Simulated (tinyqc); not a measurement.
Energy conservation against the time step: molecular dynamics of a small cluster by velocity Verlet steps. Computed by tinyqc, a small Python program. Command: `OMP_NUM_THREADS=1 python tinyqc.py 3011068 3011069 out.jsonl verlet walk`. One thread of a shared host (Intel(R) Xeon(R) Processor @ 2.30GHz), about 0.1 s of CPU time with the checks.

E = sum_(i<j) phi(r_ij), phi(r) = eps [exp(-2 alpha (r - r0)) - 2 exp(-alpha (r - r0))]; the force on i is -sum_j phi'(r_ij) (R_i - R_j)/r_ij.

Inputs (values chosen for the exercise, for model atoms):
```
quantity         value        unit
length r0          3.2    angstrom
well depth eps    0.57          eV
stiffness alpha   1.13  1/angstrom
atomic mass M      131           u
time step dt       8.7          fs
steps              200           -
```

Potential: Morse.

starting positions (angstrom):
```
            x     y      z
atom 1  -0.01  0.07  -0.01
atom 2   3.17  0.02  -0.01
atom 3   1.62  2.74   0.01
atom 4   1.62  0.92   2.62
atom 5   1.61   0.9  -2.59
```

starting velocities (angstrom/fs):
```
               x         y         z
atom 1  -0.00106  -0.00194   0.00151
atom 2   0.00156  -0.00238  -0.00141
atom 3  -0.00064     0.002    -5e-05
atom 4   0.00099   0.00252  -0.00133
atom 5  -0.00084   -0.0002   0.00128
```

Constants: 1 eV/(angstrom u) = 9.648533212e-03 angstrom/fs^2; k_B = 8.617333262e-05 eV/K.

Method:
- Relax the cluster, diagonalise the Hessian (central differences): omega_max = sqrt(c lambda_max/M). Verlet steps are stable for omega_max dt < 2.
- Velocity Verlet: a = c F/M with c = 9.648533212e-3 angstrom/fs^2 per eV/(angstrom u); R(new) = R + v dt + a dt^2/2; v(new) = v + (a + a(new)) dt/2. Kinetic energy K = M v^2/(2c); temperature T = 2K/((3N - 3) k_B), rotation of the cluster included.
- Runs without thermostat over the same span of time, steps x dt; spread = largest minus smallest value. For contrast, the energy gained over the first 30 dt (dt of the inputs) by explicit Euler steps: R(new) = R + v dt, v(new) = v + a dt.

omega_max dt = 0.186336

Energy error (eV):
```
dt (fs)  omega_max dt  Verlet, spread of U + K  Euler, gain in U + K
1.0875        0.02329               1.2115e-05               0.00794
2.1750        0.04658               4.8472e-05               0.01646
4.3500        0.09317               1.9421e-04               0.03542
8.7000        0.18634               7.7274e-04               0.08251
17.4000       0.37267               3.1160e-03               0.22373
26.1000       0.55901               7.5403e-03               0.42918
```

The Verlet error grows as dt^2.00 between the first rows, the second order of the method. Euler steps gain energy steadily: over that short span the gain in the first row is already 660 times the Verlet spread of the whole run, and it grows as dt^1.05, tending to the first order of that method as dt shrinks.

Extremes, crossings and ranges named in words are read from the listed rows.
